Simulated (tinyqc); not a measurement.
Inside a calculation. Method: UHF in the 6-31g basis, for H3+, spin multiplicity 1. One step of it, computed by the program tinyqc.

Task: Iteration 3: DIIS coefficients. Solve [B -1; -1 0][c; lambda] = [0; -1] for the coefficients, which sum to one.

B (overlaps of the stored error matrices):
```
               1              2
1  3.3022668e-02  1.6550895e-02
2  1.6550895e-02  9.6366837e-03
```

Give: DIIS coefficients.

Result:

DIIS coefficients: -0.7234  1.7234
